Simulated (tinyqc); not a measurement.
On-chip interconnect, size-dependent resistivity and RC delay: one step of the calculation.

A rectangular line between two neighbours and two ground planes. Surface and grain-boundary scattering are added to the bulk resistivity as corrections; capacitances are parallel-plate values without fringing; inductance is ignored.

Question. Node voltages after a time step. A 1 V step is applied behind Rd at t = 0. C dv/dt = -G v + b, with G the conductance matrix of the ladder (1/Rs between neighbours, 1/Rd added at node 0) and b = (1 V/Rd, 0, ...). Trapezoidal step: (C/dt + G/2) v(new) = (C/dt - G/2) v + b.

Inputs (values chosen for the exercise): driver resistance Rd = 7000 ohm; time step dt = 100 ps.

Rs = 1584.1021 ohm

```
node     C (fF)  v at t = 0 (V)
0     2.4081541               0
1     4.8163081               0
2     4.8163081               0
3     4.8163081               0
4     4.8163081               0
5     4.8163081               0
6     4.8163081               0
7     2.4741541               0
```

Find: v at t = 1 dt.

Answer.

v at t = 1 dt, node 0 to 7 (V): [0.72896, 0.49694, 0.34074, 0.23654, 0.16844, 0.12603, 0.10286, 0.09538]

Program tinyqc, `OMP_NUM_THREADS=1 python tinyqc.py 2100155 2100156 out.jsonl`; Intel Xeon 2.30GHz, shared host, one thread, about 0.01 s.
